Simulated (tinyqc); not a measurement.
Monte Carlo simulation of one carrier in a uniform electric field: one step, computed by the program tinyqc.

The force e F acts along +z. Flights end at the constant total rate Gamma; the part of Gamma that the real rates do not fill is self-scattering, which leaves k unchanged. One valley, no impurities and no intervalley scattering.

Task: Flight 1. Kane band: hbar^2 k^2/(2 m) = E (1 + alpha E), speed v = hbar k/(m (1 + 2 alpha E)), states per spin, volume and energy g(E) = m k (1 + 2 alpha E)/(2 pi^2 hbar^2); overlap factors are set to 1. Masses are multiplied by m_0 and all formulas are in SI units. Flight: t = -ln(r1)/Gamma; k_z grows by e F t/hbar; E follows from the band; dz = (E_end - E_start)/(e F). Use row 1 of the random numbers.

Inputs (values chosen for the exercise, for a model polar semiconductor):
```
quantity,value,unit
effective mass m,0.064,m_0
non-parabolicity alpha,0.83,1/eV
lattice temperature T,300,K
electric field F,1,kV/cm
```

Crystal: polar. Band: Kane.

starting wave vector (1/nm): [0.1, -0.2, -0.24]

Random numbers (0.02 to 0.98, from up to 60 sets tried for early real events), one row a flight:
```
,r1,r2,r3,r4
1,0.9396,0.0454,0.9755,0.7758
2,0.5734,0.3602,0.7137,0.4471
3,0.9492,0.6659,0.1698,0.6220
4,0.0594,0.7082,0.2719,0.1553
5,0.7884,0.4543,0.4342,0.8287
6,0.7306,0.7243,0.3693,0.3919
7,0.8498,0.3080,0.6431,0.0399
```

Gamma = 48.15710 1e12/s

Constants: e = 1.602176634e-19 C; hbar = 1.054571817e-34 J s; m_0 = 9.1093837015e-31 kg.

Give: flight time t; k at the end of the flight; energy at the end; displacement dz.

Result:

flight time t = 1.294 fs

k at the end of the flight (1/nm): [0.1000, -0.2000, -0.2398]

energy at the end = 60.92 meV

displacement dz = -0.5098 nm
